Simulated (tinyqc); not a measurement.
# Planar metal-insulator-metal capacitor: capacitance, non-linearity, leakage and relaxation: effects of single changes

A film between two metal electrodes, each interface adding a series capacitance ci. The small-signal permittivity is ek (1 + aq E^2); the field is found with the linear permittivity. Leakage J = J0 sinh(E/Ef). After a voltage step the film passes a relaxation current kr C V tt^(-nr), tt being the time in seconds.

Parameters, values chosen for the exercise; permittivity of the order of that of zirconium oxide:
- ek = 32.7 (relative permittivity of the film)
- t = 14 nm (film thickness)
- ci = 1000 uF/cm^2 (capacitance of each electrode interface (dead layer and screening))
- aq = 0.0089 cm^2/MV^2 (quadratic field coefficient of the permittivity)
- V = 0.6 V (bias)
- nr = 0.993 (exponent of the relaxation current)
- kr = 0.0013 (strength of the relaxation)
- J0 = 1.6e-10 A/cm^2 (leakage prefactor)
- Ef = 0.28 MV/cm (field for an e-fold rise of the leakage)
- t0 = 2e-8 s (duration of the write pulse)

Constants: eps0 = 8.8541878128e-14 F/cm where lengths are in cm. Results are converted to the units shown.

Each table varies one quantity; the others keep the values above.

## Capacitance, non-linearity and leakage against thickness

Planar film: Cf = eps0 ek/t, 1/C = 1/Cf + 2/ci, EOT = 3.9 eps0/C, effective permittivity C t/eps0, E = (V/t) C/Cf; quadratic coefficient [C(V)/C - 1]/V^2 with Cf (1 + aq E^2) in C(V).

Capacitance, non-linearity and leakage against thickness:

| t (nm) | C (uF/cm^2) | EOT (nm) | effective permittivity | E (MV/cm) | quadratic coefficient (ppm/V^2) | J (A/cm^2) |
|---|---|---|---|---|---|---|
| 2.5 | 11.32 | 0.3051 | 31.96 | 2.346 | 1.328e5 | 3.478e-7 |
| 3.7 | 7.705 | 0.4482 | 32.20 | 1.597 | 6.203e4 | 2.396e-8 |
| 5.5 | 5.209 | 0.6629 | 32.36 | 1.080 | 2.851e4 | 3.779e-9 |
| 8.2 | 3.506 | 0.9849 | 32.47 | 0.7266 | 1.296e4 | 1.066e-9 |
| 12 | 2.401 | 1.438 | 32.54 | 0.4976 | 6092 | 4.595e-10 |
| 18 | 1.603 | 2.154 | 32.60 | 0.3323 | 2721 | 2.377e-10 |
| 27 | 1.070 | 3.227 | 32.63 | 0.2217 | 1213 | 1.404e-10 |
| 40 | 0.7228 | 4.778 | 32.65 | 0.1498 | 553.8 | 8.973e-11 |
| 60 | 0.4821 | 7.163 | 32.67 | 0.09990 | 246.5 | 5.831e-11 |

What does the comparison show?

C falls from 11.3 to 0.482 uF/cm^2 while the effective permittivity goes from 32.0 to 32.7 (ek = 32.7). EOT is a straight line in t with slope 3.9/ek = 0.119 and intercept 0.00691 nm. The quadratic coefficient goes as t^(-1.94) between the first two rows and t^(-2.00) between the last two (-2 without interfaces), and J falls by 3.78 decades. For t = 2.5, 3.7 direct tunnelling, left out, would add to the leakage.

## Charge lost after writing

Planar film: Cf = eps0 ek/t, 1/C = 1/Cf + 2/ci, EOT = 3.9 eps0/C, effective permittivity C t/eps0, E = (V/t) C/Cf. A capacitor written for t0 and then left open loses, as a share of C V, kr (tt^(1 - nr) - t0^(1 - nr))/(1 - nr) by relaxation and J tt/(C V) by leakage; both are taken as small, and rows far outside that range are left out.

The same in every row: leakage current (nA/cm^2) = 0.3499.

Charge lost after writing:

| tt (s) | relaxation current (nA/cm^2) | loss by relaxation (%) | loss by leakage (%) | total loss (%) |
|---|---|---|---|---|
| 1e-6 | 1.458e6 | 0.4554 | 2.832e-8 | 0.4554 |
| 1e-5 | 1.482e5 | 0.7294 | 2.832e-7 | 0.7294 |
| 0.0001 | 1.506e4 | 1.008 | 2.832e-6 | 1.008 |
| 0.001 | 1531 | 1.291 | 2.832e-5 | 1.291 |
| 0.01 | 155.6 | 1.578 | 2.832e-4 | 1.578 |
| 0.1 | 15.81 | 1.870 | 0.002832 | 1.873 |
| 1 | 1.606 | 2.167 | 0.02832 | 2.196 |
| 10 | 0.1633 | 2.469 | 0.2832 | 2.752 |
| 100 | 0.01659 | 2.776 | 2.832 | 5.608 |

What does the comparison show?

The two currents are equal at tt = 4.64 s. The loss by relaxation grows from 0.455 to 2.78 %, by 0.274 points over the first decade and 0.307 over the last, while the loss by leakage grows tenfold a decade. Leakage is the larger loss for tt = 100 s.

Numbers from tinyqc (`OMP_NUM_THREADS=1 python tinyqc.py 2102033 2102034 out.jsonl`; about 0.01 s on one thread of a shared Intel Xeon 2.30GHz).
